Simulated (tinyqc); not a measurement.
From results to parameters: diatomic chain. Computed by the program tinyqc.

Problem. A chain of two alternating masses has one spring constant k; at the zone edge omega^2 = 2k/M and 2k/m, and wavenumber = 521.4708 sqrt(omega^2) with omega^2 in eV/(angstrom^2 u). Find k, the heavier mass and the optical wavenumber at q = 0.

wavenumbers at the zone edge (cm^-1): 309.204049  443.720974
lighter mass = 33.700000 u

Solution. The upper value gives k = m omega^2/2, the ratio of the squares gives M/m, and at q = 0 omega^2 = 2k (1/m + 1/M), the sum of the two.

k = 12.200 eV/angstrom^2
heavier mass = 69.4000 u
optical wavenumber at q = 0 = 540.8285 cm^-1
